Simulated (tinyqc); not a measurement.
Four-point probe, van der Pauw, Hall and spreading-resistance readings of a semiconductor layer: one step, computed by the program tinyqc. Command: `OMP_NUM_THREADS=1 python tinyqc.py 3112042 3112043 out.jsonl probe walk`. One thread of a shared host (Intel(R) Xeon(R) Processor @ 2.30GHz), about 0.01 s of CPU time with the checks.

The layer is uniform and ohmic; contacts are points unless a radius is given.

Task: Four-point voltage. Collinear probes with equal spacing on a layer with insulating backing: images at depth 2 m t give V = (rho I/(2 pi s)) G, G = 1 + 4 sum_(m>=1) [1/sqrt(1 + (2 m u)^2) - 1/sqrt(4 + (2 m u)^2)], u = t/s; the sum runs to m = 20000, with the tail 3/(32 u^3 M^2) added to the sum for M = 20000. Limits: thick, rho = 2 pi s V/I; thin on an insulator, rho = (pi/ln 2) t V/I.

Inputs (values chosen for the exercise, modelled on n-type silicon): layer thickness t = 100 micrometre; probe spacing s = 0.635 mm; current I = 0.02 mA.

Backing of the layer: insulating.

resistivity rho = 0.02850525 ohm cm

Give: t/s; G; voltage V; rho by the thick formula; rho by the thin formula.

Result:

t/s = 0.15748

G = 8.8030

voltage V = 0.012579 mV

rho by the thick formula = 0.25093 ohm cm

rho by the thin formula = 0.028505 ohm cm

The thick formula is off by +780.3 % and the thin one by 0.0 %.
